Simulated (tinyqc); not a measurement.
Deep level as a short-range spherical well: sweeps and comparisons. A value that a table varies takes the place of the one given here.

A spherical well of radius R and depth V0 below the conduction edge, one mass m, c = hbar^2/2m0. The s level at binding Et solves k cot(k R) = -kappa with k = sqrt(m (V0 - Et)/c), kappa = sqrt(m Et/c); it exists for V0 > Vc = c (pi/2R)^2/m. Outside, psi falls as exp(-kappa r)/r.

Lucovsky model (delta well, plane-wave final states, no local-field factor): sigma = (32 pi alpha c/(3 n_r m Et)) (x - 1)^(3/2)/x^3, x = h nu/Et, c = hbar^2/2m0; 1 angstrom^2 = 1e-16 cm^2.

Constants: hbar^2/2m0 = 3.80998211 eV angstrom^2; fine-structure constant alpha = 0.007297352564; e^2/(4 pi eps0) = 14.39964547 eV angstrom; kB = 8.617333262e-05 eV/K.

Inputs chosen for the exercise (near those of InP; not measured data):
- R = 2.3 angstrom (radius of the well)
- m = 0.076 m0 (mass)
- fV = (1.06, 1.1, 1.28, 1.58, 2.07, 2.81, 6.26) (V0/Vc)
- n_r = 3.07 (refractive index)
- xs = (1.05, 1.26, 1.46, 1.85, 2.13, 3.14, 3.74, 6.92) (photon energies h nu/Et)
- eps = 12.5 (static dielectric constant)
- T = 350 K (temperature)
- Fs = (1, 5, 20, 50, 100, 200) kV/cm (fields)

## From threshold to a deep level

Et against the depth at fixed R; near threshold Et = (pi^2/16)(V0 - Vc)^2/Vc.

Results:

| V0/Vc | V0 (eV) | Et (eV) | threshold form (eV) | 1/kappa (angstrom) | share outside |
|---|---|---|---|---|---|
| 1.06 | 24.786 | 0.04974 | 0.05192 | 31.7 | 0.931 |
| 1.10 | 25.721 | 0.1344 | 0.1442 | 19.3 | 0.889 |
| 1.28 | 29.930 | 0.9405 | 1.131 | 7.3 | 0.737 |
| 1.58 | 36.945 | 3.432 | 4.852 | 3.8 | 0.566 |
| 2.07 | 48.402 | 9.429 | 16.51 | 2.3 | 0.403 |
| 2.81 | 65.705 | 21.01 | 47.25 | 1.5 | 0.273 |
| 6.26 | 146.375 | 88.84 | 399.1 | 0.8 | 0.097 |

The threshold form holds to 10 % up to V0/Vc = 1.10 of those listed. There the state is mostly outside the well (93 % in the first row) and knows only Et, which is why a delta-well model works; more than half is inside from V0/Vc = 2.07 on. A second s level would need V0/Vc > 9. From V0/Vc = 1.58 on Et exceeds the gap of the host, about 1.35 eV, so those rows only show the model.

## Neutral against charged centre

Et = 0.52028 eV

Lucovsky cross-section, its shape relative to the peak, and the shape of a hydrogen-like centre relative to threshold: x^-4 exp(4 - 4 atan(e)/e)/(1 - exp(-2 pi/e)), e = sqrt(x - 1).

Results:

| x | h nu (eV) | sigma (1e-18 cm^2) | relative to peak | hydrogen-like |
|---|---|---|---|---|
| 1.05 | 0.546 | 7.41 | 0.077 | 0.878 |
| 1.26 | 0.656 | 50.9 | 0.530 | 0.536 |
| 1.46 | 0.760 | 76.9 | 0.802 | 0.358 |
| 1.85 | 0.963 | 95.0 | 0.990 | 0.184 |
| 2.13 | 1.108 | 95.4 | 0.994 | 0.123 |
| 3.14 | 1.634 | 77.6 | 0.809 | 0.040 |
| 3.74 | 1.946 | 66.5 | 0.694 | 0.024 |
| 6.92 | 3.600 | 33.4 | 0.348 | 0.004 |

The short-range centre starts from zero, reaches half its peak at x = 1.24 and peaks at x = 2; in the last row it still has 35 % of the peak. The Coulomb centre is largest at threshold and is down to 0.4 % there. Reading the peak as the threshold would misplace the level by a factor 2, here 0.52 eV. Rows above the gap, about 1.35 eV, are hidden by band-to-band absorption.

## Emission in a field

Barrier lowering for a charged centre (Poole-Frenkel) is 2 sqrt(q e F/eps), q = e^2/(4 pi eps0), and for the neutral well e F R; the one-dimensional enhancement is exp(lowering/kB T). 1 kV/cm = 1e-5 V/angstrom; tunnelling is left out.

Results:

| F (kV/cm) | lowering, charged (meV) | enhancement | saddle at (angstrom) | lowering, neutral (meV) | enhancement |
|---|---|---|---|---|---|
| 1 | 6.8 | 1.25 | 339 | 0.02 | 1.001 |
| 5 | 15.2 | 1.65 | 152 | 0.12 | 1.004 |
| 20 | 30.4 | 2.74 | 76 | 0.46 | 1.015 |
| 50 | 48.0 | 4.91 | 48 | 1.15 | 1.039 |
| 100 | 67.9 | 9.49 | 34 | 2.30 | 1.079 |
| 200 | 96.0 | 24.1 | 24 | 4.60 | 1.165 |

At 200 kV/cm the charged centre emits 24.1 times faster and the neutral one 1.16 times: the logarithm of the enhancement is linear in sqrt(F) for the first and in F for the second, which tells the charge state. The largest lowering is 18 % of Et.

tinyqc: `OMP_NUM_THREADS=1 python tinyqc.py 1280019 1280020 out.jsonl`; about 0.01 s, one thread, shared Intel(R) Xeon(R) Processor @ 2.30GHz.
